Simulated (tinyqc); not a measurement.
# p-n diode, drift-diffusion by the Gummel loop with Scharfetter-Gummel fluxes: effects of single changes

Abrupt junction at x = 0, p side from -Lp, n side to Ln, ohmic contacts. psi is counted from the intrinsic level; n = ni exp((psi - phin)/Vt), p = ni exp((phip - psi)/Vt). Contacts: p side psi = V - Vt ln(Na/ni), p = Na, n = ni^2/Na; n side psi = Vt ln(Nd/ni), n = Nd, p = ni^2/Nd. Constant mobilities, D = mu Vt, Boltzmann statistics, SRH recombination through a mid-gap level, U = (n p - ni^2)/(tp (n + ni) + tn (p + ni)). Current is positive from the p contact to the n contact.

Parameters, values chosen for the exercise; band and dielectric values close to those of silicon:
```
symbol    value        unit                                 meaning
T           300           K                             temperature
Eg         1.11          eV                                band gap
eps_r      11.8                               relative permittivity
Nc      2.77e19       cm^-3  conduction-band density of states at T
Nv      2.69e19       cm^-3     valence-band density of states at T
Na       1.7e17       cm^-3          acceptor density of the p side
Nd       4.2e15       cm^-3             donor density of the n side
mun         970  cm^2/(V s)                       electron mobility
mup         390  cm^2/(V s)                           hole mobility
tn         6e-8           s               SRH lifetime of electrons
tp         7e-9           s                   SRH lifetime of holes
Lp         0.45          um                    length of the p side
Ln          1.7          um                    length of the n side
G             0  cm^-3 s^-1                 uniform generation rate
```

Constants: q = 1.602176634e-19 C, kB = 1.380649e-23 J/K, Vt = kB T/q, eps0 = 8.8541878128e-14 F/cm where lengths are in cm. Results are converted to the units shown.

Each table varies one quantity; the others keep the values above.

## Current against voltage in the dark

ni = sqrt(Nc Nv) exp(-Eg/(2 Vt)), Eg in volts. Poisson and both continuity equations are solved self-consistently with Scharfetter-Gummel fluxes on a graded mesh of 500 nodes. J_scr is q times the integral of U between -xp and xn. Ideal diffusion current J_id = q ni^2 [Dn coth(wp/Le)/(Le Na) + Dp coth(wn/Lh)/(Lh Nd)] (exp(V/Vt) - 1), Le = sqrt(Dn tn), Lh = sqrt(Dp tp), wp = Lp - xp, wn = Ln - xn, with xp and xn from the depletion approximation (W = sqrt(2 eps0 eps_r (Vbi - V)(1/Na + 1/Nd)/q), xp = W Nd/(Na + Nd), xn = W Na/(Na + Nd), Vbi = Vt ln(Na Nd/ni^2)). Ideality factor = 0.004 V/(Vt ln[J(V + 0.004 V)/J(V)]). Here G = 0.

In this table G = 0 cm^-3 s^-1.

Results:

| V (V) | J (A/cm^2) | ideality factor | J_scr/J (%) | J_id (A/cm^2) | share recombining at the contacts (%) | larger minority/doping at -xp and xn |
|---|---|---|---|---|---|---|
| 0.15 | 4.70e-6 | 1.71 | 95.6 | 2.10e-7 | 4.00 | 4.71e-9 |
| 0.21 | 1.84e-5 | 1.66 | 88.7 | 2.12e-6 | 10.3 | 4.75e-8 |
| 0.27 | 7.98e-5 | 1.48 | 73.7 | 2.13e-5 | 23.7 | 4.78e-7 |
| 0.33 | 4.27e-4 | 1.28 | 50.8 | 2.14e-4 | 44.2 | 4.79e-6 |
| 0.39 | 0.00294 | 1.14 | 28.3 | 0.00215 | 64.2 | 4.77e-5 |
| 0.45 | 0.0244 | 1.06 | 13.6 | 0.0215 | 77.1 | 4.72e-4 |
| 0.51 | 0.223 | 1.04 | 5.98 | 0.216 | 83.7 | 0.00456 |
| 0.63 | 17.2 | 1.16 | 0.620 | 21.6 | 94.2 | 0.290 |

Estimate the missing row, V = 0.57 V.

Computed row:

| V (V) | J (A/cm^2) | ideality factor | J_scr/J (%) | J_id (A/cm^2) | share recombining at the contacts (%) | larger minority/doping at -xp and xn |
|---|---|---|---|---|---|---|
| 0.57 | 2.06 | 1.06 | 2.18 | 2.16 | 88.3 | 0.0411 |

With this row back in the table: J rises from 4.70e-6 to 17.2 A/cm^2; the ideality factor goes from 1.71 through a minimum of 1.04 (at V = 0.51 V among the rows listed) to 1.16. Recombination in the depleted layer carries over half of the current up to V = 0.33 V, where the factor is 1.28; it grows roughly as exp(V/2 Vt), so diffusion overtakes it. Where the factor is lowest (V = 0.51 V), J is 3.2 % above the ideal diffusion current. From V = 0.63 V on the minority density at an edge of the layer exceeds a tenth of the doping, and in the last row J is 20 % below the ideal value.

## Effect of the SRH lifetime of electrons at fixed bias

Same model as above.

In this table V = 0.41 V.

Effect of the SRH lifetime of electrons at fixed bias:

| tn (s) | J (A/cm^2) | ideality factor | J_scr/J (%) | J_id (A/cm^2) | share recombining at the contacts (%) | larger minority/doping at -xp and xn |
|---|---|---|---|---|---|---|
| 1e-11 | 0.0624 | 1.75 | 90.7 | 0.00589 | 5.76 | 1.02e-4 |
| 1e-10 | 0.0251 | 1.59 | 81.2 | 0.00480 | 15.8 | 1.03e-4 |
| 1e-9 | 0.0119 | 1.37 | 61.8 | 0.00465 | 33.9 | 1.03e-4 |
| 1e-8 | 0.00730 | 1.19 | 37.7 | 0.00463 | 55.7 | 1.03e-4 |
| 1e-7 | 0.00561 | 1.09 | 19.0 | 0.00463 | 72.4 | 1.03e-4 |
| 1e-6 | 0.00496 | 1.04 | 8.50 | 0.00463 | 81.9 | 1.03e-4 |
| 1e-5 | 0.00466 | 1.03 | 3.14 | 0.00463 | 87.3 | 1.03e-4 |

As tn rises from 1e-11 to 1e-5, J falls from 0.0624 to 0.00466 A/cm^2, the share of the depleted layer falls from 90.7 to 3.14 % and the share lost at the contacts rises from 5.76 to 87.3 %. The exponent d ln J/d ln tn is -0.40 between the first two rows and -0.03 between the last two. J less J_scr is 2.4 % below J_id in the last row.

Program tinyqc, `OMP_NUM_THREADS=1 python tinyqc.py 2240153 2240154 out.jsonl`; Intel Xeon 2.30GHz, shared host, one thread, about 0.2 s.
